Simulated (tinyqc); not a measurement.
What moves the results: three-level Kane dispersion of a narrow-gap semiconductor. A value that a table varies takes the place of the one given here.

Zero of energy at Gamma8, c = hbar^2/2m0, P^2 = Ep c. The free-electron term and remote bands are left out, so the heavy holes are flat at E = 0 and the other three bands obey E (E - Eg)(E + Dso) = P^2 k^2 (E + 2 Dso/3). The conduction band is the highest root; its edge is Ec = max(Eg, 0).

Degenerate electrons at T = 0: kF = (3 pi^2 n)^(1/3), 1 cm^-3 = 1e-24 angstrom^-3; EF is the highest root at kF. The momentum (cyclotron, optical) mass is m(E) = hbar^2 k/(dE/dk) = c d(k^2)/dE with d(k^2)/dE = k^2 [1/E + 1/(E - Eg) + 1/(E + Dso) - 1/(E + 2 Dso/3)]; the density of states is k d(k^2)/dE/(2 pi^2).

Edge mass m0* = 3 |Eg|/(2 Ep).
Constants: hbar^2/2m0 = 3.80998211 eV angstrom^2.

Parameters, chosen for this exercise (near those of grey Sn; shifted at random, so the results belong to these values and not to a real crystal): Eg = -0.428 eV (E(Gamma6) - E(Gamma8)); Dso = 0.77 eV (spin-orbit splitting); Ep = 22.2 eV (Kane energy); k = 0.013 1/angstrom (wave vector); n = 1.2e+16 cm^-3 (electron density).

## Filling the band

n from 1e15 to 1e19 cm^-3. The last column is the local power d ln(EF - Ec)/d ln n = kF^2/(1.5 (EF - Ec) d(k^2)/dE).

Results:
```
n (cm^-3)  kF (1/angstrom)  EF - Ec (meV)  parabolic (meV)   m(EF)  m(EF)/m0*  power
1.0e+15            0.00309            1.3              1.3  0.0290       1.00  0.665
1.0e+16            0.00667            5.8              5.9  0.0295       1.02  0.660
3.0e+16            0.00961           11.9             12.2  0.0301       1.04  0.654
1.0e+17            0.01436           26.0             27.2  0.0314       1.09  0.640
3.0e+17            0.02071           52.0             56.5  0.0339       1.17  0.618
1.0e+18            0.03094          107.0            126.1  0.0392       1.35  0.580
3.0e+18            0.04462          197.7            262.3  0.0477       1.65  0.537
1.0e+19            0.06665          366.2            585.3  0.0632       2.18  0.488
```

The power falls from 0.665 to 0.488: 2/3 marks a parabola, 1/3 a linear band. The parabola is within 10 % up to n = 3.0e+17 cm^-3. The mass has doubled by n = 1.0e+19 cm^-3 and ends at 2.2 times its edge value. Side valleys are left out; where they lie low (GaSb, grey Sn: about 0.1 eV) they take the electrons long before the last rows.

## Closing and inverting the gap

Eg is varied at fixed k, Dso and Ep. Edge mass: Eg (Eg + Dso)/(Ep (Eg + 2 Dso/3)) for Eg > 0, 3 |Eg|/(2 Ep) for Eg < 0. The Gamma6 weight of the conduction state is 1/(1 + P^2 k^2 [(2/3)/E^2 + (1/3)/(E + Dso)^2]).

Results:
```
Eg (eV)      m0*  highest root (eV)  middle (eV)  lowest (eV)  E - Ec (meV)  Gamma6 weight
-0.200   0.01351             0.0406      -0.2322      -0.7784          40.6          0.147
-0.100   0.00676             0.0613      -0.1541      -0.7772          61.3          0.282
-0.040   0.00270             0.0819      -0.1153      -0.7766          81.9          0.412
-0.010   0.00068             0.0954      -0.0991      -0.7763          95.4          0.487
0.010    0.00067             0.1056      -0.0895      -0.7762          95.6          0.538
0.040    0.00264             0.1229      -0.0770      -0.7759          82.9          0.611
0.100    0.00639             0.1634      -0.0579      -0.7755          63.4          0.734
0.200    0.01225             0.2438      -0.0388      -0.7749          43.8          0.858
```

The edge mass vanishes with |Eg| from both sides, yet the kinetic energy at this k stays finite, at most 95.6 meV in the table; at Eg = 0 the two-level form, without the split-off band, gives the linear value sqrt(2/3) P k = 97.6 meV. The Gamma6 weight of the conduction state goes smoothly from 0.15 to 0.86 and is 0.49 and 0.54 in the two rows next to Eg = 0: at finite k nothing jumps at the inversion.

## What each parameter does

Edge mass, EF - Ec and m(EF). Each row changes one parameter from the base and keeps the others.

Results:
```
case               m0* (m0)  EF - Ec (meV)  m(EF) (m0)
base                0.02892           6.54     0.02956
n = 2.4e+16 cm^-3   0.02892          10.31     0.02992
Eg = -0.4922 eV     0.03326           5.70     0.03378
Dso = 0.8855 eV     0.02892           6.53     0.02959
Ep = 25.53 eV       0.02515           7.51     0.02578
```

The largest shifts from the base row, up to three for each result and ties (the steps differ in size, so this ranks the rows, not the parameters). m0* (m0): Eg +0.00434, Ep -0.00377; unchanged at the printed digits by n and Dso. EF - Ec (meV): n +3.78, Ep +0.97, Eg -0.83. m(EF) (m0): Eg +0.00422, Ep -0.00377, n +0.00037.

tinyqc: `OMP_NUM_THREADS=1 python tinyqc.py 1080201 1080202 out.jsonl`; about 0.01 s, one thread, shared Intel(R) Xeon(R) Processor @ 2.30GHz.
